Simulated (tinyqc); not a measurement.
# Inputs raised by 2 %, one at a time

Model: the 3-omega method: a line heater on a substrate with a thin film. Computed by tinyqc, a small Python program. Command: `OMP_NUM_THREADS=1 python tinyqc.py 3002481 3002482 out.jsonl threeomega sens`. One thread of a shared host (Intel(R) Xeon(R) Processor @ 2.30GHz), about 0.02 s of CPU time with the checks.

A current at angular frequency omega = 2 pi f heats the line at 2 omega with the amplitude P per length; the temperature swing Delta T at 2 omega gives a voltage at 3 omega. The substrate is taken as semi-infinite and isotropic, and the heat capacity of heater and film is left out.

Inputs (values chosen for the exercise, modelled on alumina on diamond):
```
quantity                                    value           unit
substrate conductivity kappa                 1990        W/(m K)
substrate heat capacity C                    1.85  1e6 J/(m^3 K)
heater half-width b                            15     micrometre
power amplitude per length P                   57            W/m
current frequency f                            99             Hz
film thickness t                              250             nm
film conductivity kappa_f                     1.5        W/(m K)
interface resistance R_i                       33       m^2 K/GW
substrate thickness d_s                       500     micrometre
temperature coefficient of resistance beta    3.6         1e-3/K
voltage amplitude V_1                         2.9              V
```

Method:
- D = kappa/C; q = sqrt(2 i omega/D); penetration depth 1/|q| = sqrt(D/(2 omega)).
- Delta T_s = (P/(pi kappa)) int_0^infinity (sin x/x)^2 / sqrt(x^2 + (q b)^2) dx with (q b)^2 = i |q b|^2, averaged over the heater width (12 Gauss-Legendre points on each of the pieces 0, 14 log-spaced edges from 1e-5 to 1, and multiples of pi to 40 pi; the tail adds 1/(4 (40 pi)^2)).
- For |q| b much below 1: Delta T_s = (P/(pi kappa)) [-ln(|q| b) + eta - i pi/4], eta = 3/2 - C_E = 0.92278, with Euler's C_E = 0.5772157.
- One-dimensional flow across the film: Delta T_f = P (t/kappa_f + R_i)/(2 b); total in-phase swing Delta T = Delta T_s + Delta T_f; third-harmonic amplitude V_3 = V_1 beta |Delta T|/2 with the out-of-phase part included; the apparent film conductivity is t/(t/kappa_f + R_i).

Runs:
```
input moved                                from      to  Delta T_f (K)  V_3 (mV)  apparent film conductivity (W/(m K))  film share of the in-phase swing
base run                                      -       -        0.37937    2.2209                                1.2521                           0.89177
substrate conductivity kappa (W/(m K))     1990  2029.8        0.37937    2.2167                                1.2521                           0.89348
substrate heat capacity C (1e6 J/(m^3 K))  1.85   1.887        0.37937    2.2205                                1.2521                           0.89196
heater half-width b (micrometre)             15    15.3        0.37193    2.1812                                1.2521                           0.89023
power amplitude per length P (W/m)           57   58.14        0.38695    2.2654                                1.2521                           0.89177
film thickness t (nm)                       250     255        0.38570    2.2540                                1.2562                           0.89336
film conductivity kappa_f (W/(m K))         1.5    1.53        0.37316    2.1885                                1.2729                           0.89017
interface resistance R_i (m^2 K/GW)          33   33.66        0.38062    2.2275                                1.2480                           0.89209
```

Exponents ln(y'/y) / ln(x'/x):
```
input                         Delta T_f     V_3  apparent film conductivity  film share of the in-phase swing
substrate conductivity kappa      0.000  -0.097                       0.000                             0.097
substrate heat capacity C         0.000  -0.011                       0.000                             0.011
heater half-width b              -1.000  -0.912                       0.000                            -0.087
power amplitude per length P      1.000   1.000                       0.000                             0.000
film thickness t                  0.836   0.746                       0.164                             0.090
film conductivity kappa_f        -0.833  -0.742                       0.833                            -0.091
interface resistance R_i          0.167   0.149                      -0.167                             0.018
```

Among the inputs moved here: Delta T_f answers most in size to power amplitude per length P (exponent +1.000), and about equally to heater half-width b (-1.000); its exponent is below 0.0005 for substrate conductivity kappa, substrate heat capacity C. Its exponent -1.000 in heater half-width b: the flux is P/(2b). V_3 answers most in size to power amplitude per length P (exponent +1.000), next to heater half-width b (-0.912). Its exponent +1.000 in power amplitude per length P: at fixed V_1 the swing is linear in P. apparent film conductivity answers most in size to film conductivity kappa_f (exponent +0.833), next to interface resistance R_i (-0.167); its exponent is below 0.0005 for substrate conductivity kappa, substrate heat capacity C, heater half-width b, power amplitude per length P. film share of the in-phase swing answers most in size to substrate conductivity kappa (exponent +0.097), next to film conductivity kappa_f (-0.091); its exponent is below 0.0005 for power amplitude per length P.

Caution (all rows): the penetration depth exceeds a fifth of the substrate thickness, so the back face is felt and the semi-infinite formula fails.
